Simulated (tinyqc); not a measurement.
Dopant redistribution at a moving silicon-oxide interface during parabolic oxidation: one step, computed by the program tinyqc.

Uniformly doped silicon is oxidised with x_ox = sqrt(B t); the interface advances into the silicon by alpha x_ox, alpha = 0.44. The dopant does not move in the oxide, and at the interface C(silicon) = m C(oxide).

Problem. Rates. D = D0 exp(-E/(k_B T)), converted with 1 cm^2/s = 3.6e11 um^2/h; B = B0 exp(-E_B/(k_B T)); s = alpha sqrt(B/(4 D)), the interface advance over 2 sqrt(D t). Temperatures in kelvin are T(C) + 273.15.

Inputs (values chosen for the exercise, modelled on boron in silicon under dry oxygen): dopant prefactor D0 = 1.07 cm^2/s; dopant activation energy E = 3.5 eV; oxidation prefactor B0 = 703 um^2/h; oxidation activation energy E_B = 1.25 eV; temperature T = 1050 C; time t = 4.2 h.

Constants: k_B = 8.617333262e-05 eV/K.

Give: D; B; s; oxide thickness; diffusion length 2 sqrt(D t).

Solution.

D = 0.01797 um^2/h

B = 0.01218 um^2/h

s = 0.1812

oxide thickness = 0.2262 um

diffusion length 2 sqrt(D t) = 0.5494 um

Diffusion outruns the interface. Caution: in this case the oxide is not much thicker than a typical Deal-Grove length A, so real growth is slower than parabolic. Caution: parabolic growth needs an oxide much thicker than the Deal-Grove length A, which fails for thin films and low temperatures; oxidation-enhanced or retarded diffusion is ignored.
